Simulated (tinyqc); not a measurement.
Comparisons within one model: optical transitions of a finite quantum well. A value that a table varies takes the place of the one given here.

Each carrier sees a square well of width L with its own depth V and masses m (inside), mb (outside); c = hbar^2/2m0, k = sqrt(m E/c), kappa = sqrt(mb (V - E)/c), and level n solves k L + 2 atan[(k/m)/(kappa/mb)] = n pi. The envelope is cos(kz) for odd n and sin(kz) for even n inside, joins exp(-kappa (|z| - L/2)) outside, and is normalised to 1. Excitons and band mixing are left out.

Constants: hbar^2/2m0 = 3.80998211 eV angstrom^2; e^2/(4 pi eps0) = 14.39964547 eV angstrom; hc = 1239.841984 eV nm.

Inputs chosen for the exercise (near those of an InGaAs well in InAlAs; not measured data):
- L = 110 angstrom (well width)
- Vc = 0.513 eV (conduction offset)
- me = 0.0418 m0 (electron, well)
- meb = 0.0758 m0 (electron, barrier)
- eps = 11.6 (background dielectric constant)
- Nss = (0.036, 0.09, 0.18, 0.36, 0.54, 0.72, 1.1) x 1e12/cm^2 (sheet densities)
- Eg = 0.813 eV (gap of the well)
- Vv = 0.209 eV (valence offset)
- mh = 0.367 m0 (heavy hole along z, well)
- mhb = 0.424 m0 (heavy hole, barrier)
- ml = 0.0514 m0 (light hole along z, well)
- mlb = 0.0928 m0 (light hole, barrier)
- Ls = (24, 38, 44, 53, 71, 98, 132) angstrom (widths)

## Depolarisation shift

The collective line lies at E12 sqrt(1 + a), a = 8 pi q (n1 - n2) S/(eps E12), q = e^2/(4 pi eps0), S = integral over z of (integral up to z of psi_1 psi_2)^2. Zero temperature with the mass me in both subbands: n1 - n2 = Ns until Ns reaches D E12, D = me/(2 pi c), and D E12 beyond. 1e12/cm^2 = 1e-4/angstrom^2; exchange and the static band bending by the charge are left out.

Line position:
```
Ns (1e12/cm^2)  n1 - n2       a  line (meV)  shift (meV)
0.036             0.036  0.0071      128.86         0.46
0.090             0.090  0.0178      129.54         1.14
0.18              0.180  0.0356      130.67         2.27
0.36              0.360  0.0713      132.90         4.50
0.54              0.540  0.1069      135.09         6.69
0.72              0.720  0.1425      137.25         8.85
1.1               1.100  0.2178      141.70        13.29
```

S = 8.148 angstrom
E12 = 128.40 meV

The upward shift grows from 0.46 to 13.29 meV, 10.4 % of E12 at most. For small a the shift is a E12/2, linear in Ns; in the last row that rule gives 13.98 meV. S/L = 0.0741, against 5/(9 pi^2) = 0.0563 for hard walls.

## Width of the well

Edge wavelength hc/(Eg + e1 + hh1), squared e1-hh1 overlap, lh1 - hh1, and the 1-2 intersubband energy with f_12 = (m1/c) E12 z_12^2, 1/m1 = <1|1/m|1> (dash: e2 unbound).

Results:
```
L (angstrom)  edge (nm)  overlap^2  lh1 - hh1 (meV)  E12 (meV)   f_12
24               1092.5     0.9352             69.0          -      -
38               1219.1     0.9538             59.6          -      -
44               1258.1     0.9590             54.6      364.8  0.491
53               1304.6     0.9651             47.6      330.0  0.926
71               1368.2     0.9737             36.4      238.7  0.977
98               1422.8     0.9816             25.4      152.7  0.970
132              1459.1     0.9874             17.3       96.7  0.965
```

The edge tunes from 1092 to 1459 nm, towards hc/Eg = 1525 nm, while the overlap goes from 0.935 to 0.987. e2 binds at L = pi sqrt(c/(me Vc)) = 41.9 angstrom; f_12 starts from zero there and is 0.491 at 44 angstrom, the rest going to the continuum; among the widths listed it peaks at 0.977 (71 angstrom) and is 0.965 in the widest well, against 0.961 for hard walls.

## What each parameter does

Edge wavelength hc/(Eg + e1 + hh1), squared overlap of e1 and hh1, and the confinement energies. Each row changes one parameter from the base and keeps the others.

Results:
```
case              edge (nm)  overlap^2  e1 (meV)  hh1 (meV)
base                 1438.4     0.9840      42.4        6.5
L = 121 angstrom     1449.8     0.9858      36.7        5.5
Eg = 0.829 eV        1412.2     0.9840      42.4        6.5
Vc = 0.436 eV        1441.2     0.9794      40.7        6.5
Vv = 0.167 eV        1438.7     0.9876      42.4        6.4
me = 0.046 m0        1442.0     0.9873      40.2        6.5
mh = 0.422 m0        1439.5     0.9805      42.4        5.9
meb = 0.091 m0       1441.3     0.9819      40.7        6.5
```

The largest shifts from the base row, up to three for each result and ties (the steps differ in size, so this ranks the rows, not the parameters). edge (nm): Eg -26.2, L +11.4, me +3.6. overlap^2: Vc -0.0046, Vv +0.0036, mh -0.0035; unchanged at the printed digits by Eg. e1 (meV): L -5.8, me -2.2, meb -1.7, Vc -1.7; unchanged at the printed digits by Eg, Vv and mh. hh1 (meV): L -1.0, mh -0.7, Vv -0.2; unchanged at the printed digits by Eg, Vc, me and meb.

Computed by tinyqc, a small Python program: `OMP_NUM_THREADS=1 python tinyqc.py 1280127 1280128 out.jsonl` (the numbers bound the seed that draws the inputs); one thread of a shared host (Intel(R) Xeon(R) Processor @ 2.30GHz), about 0.1 s for the whole set of steps.
